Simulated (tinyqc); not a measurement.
Inside a calculation: type-II superlattice in the two-band Kane model. Values are carried at full precision from step to step, so a last printed digit may differ when a step is redone from the rounded ones.

Motion along the axis, period d = a + b, c = hbar^2/2m0. Conduction and light-hole bands couple: (E - Ec)(E - Ev) = Ep c k^2 in each layer, with mass m(E) = (E - Ev)/Ep, which may be negative. The conduction envelope psi and psi'/m(E) are continuous; a layer carries them by [[cos kt, (m/k) sin kt], [-(k/m) sin kt, cos kt]] (cosh and sinh for k^2 < 0), and cos(q d) = tr(M_B M_A)/2. C1 is the first miniband above EvB, with its bottom at tr/2 = +1 and its top at -1; the gap is the bottom of C1 less the top heavy-hole level HH1.

Constants: hbar^2/2m0 = 3.80998211 eV angstrom^2; hc = 1239.841984 eV nm.

Parameters, chosen for this exercise (near those of an InAs/GaSb superlattice; shifted at random, so the results belong to these values and not to a real crystal): a = 53 angstrom (layer A); b = 21 angstrom (layer B); EcA = 0 eV (conduction edge of A); EvA = -0.419 eV (valence edge of A); EcB = 0.914 eV (conduction edge of B); EvB = 0.109 eV (valence edge of B); EpA = 14.4 eV (coupling energy in A); EpB = 17.7 eV (coupling energy in B); E = 0.311 eV (trial energy); mhA = 0.35 m0 (heavy hole in A); mhB = 0.28 m0 (heavy hole in B).

## Wave numbers and masses at one energy

Give k^2 and m(E) in both layers.

Layers:

| layer | k^2 (1/angstrom^2) | m(E) (m0) |
|---|---|---|
| A | 0.0041381 | 0.05069 |
| B | -0.0018062 | 0.01141 |

In B the decay constant is 0.0425 1/angstrom; across the gap of B it peaks at mid-gap, at 0.0490, and vanishes at both edges.

## Transfer matrices

Form M_A, M_B and half the trace of their product.

M_A (angstrom units):
```
          1         2
1  -0.96436  -0.20852
2   0.33575  -0.96436
```

M_B (angstrom units):
```
        1        2
1  1.4254  0.27277
2  3.7828   1.4254
```

tr/2 = -1.7232

E lies in a gap of the coupled bands.

## Edges and effective gap

Heavy holes are uncoupled: with e = EvB - E, p = sqrt(mhB e/c), w = sqrt(mhA (EvB - EvA - e)/c), the top level HH1 at q = 0 solves (p/mhB) tan(p b/2) = (w/mhA) tanh(w a/2).

C1 is the first miniband above EvB: bottom at tr/2 = +1, top at -1. The gap is its bottom less HH1; cut-off wavelength hc/gap.

bottom of C1 = 0.1628 eV
top of C1 = 0.2528 eV
HH1 = -0.0172 eV
gap = 0.1800 eV
cut-off = 6.89 micrometre

The bulk edges overlap by 109 meV; confinement lifts the electrons by 163 meV and lowers the holes by 126 meV, which opens the gap. It is 0.43 of the smaller bulk gap.

## Electron mass along the axis

m_z = -2 c f'/d^2 with f = tr/2 differentiated at the bottom of C1 (central difference of 1e-6 eV); compare the bulk edge mass (EcA - EvA)/EpA.

f' = -25.25 1/eV
m_z = 0.0351 m0
bulk edge mass of A = 0.0291 m0

## Checks

- Bottom of C1 from the two-band matrix on a staggered grid of 0.5 angstrom against the transfer matrix, eV: both 0.163.

Run: tinyqc, `OMP_NUM_THREADS=1 python tinyqc.py 1250542 1250543 out.jsonl`; Intel(R) Xeon(R) Processor @ 2.30GHz, one thread, shared host; about 0.03 s of CPU time with all checks.
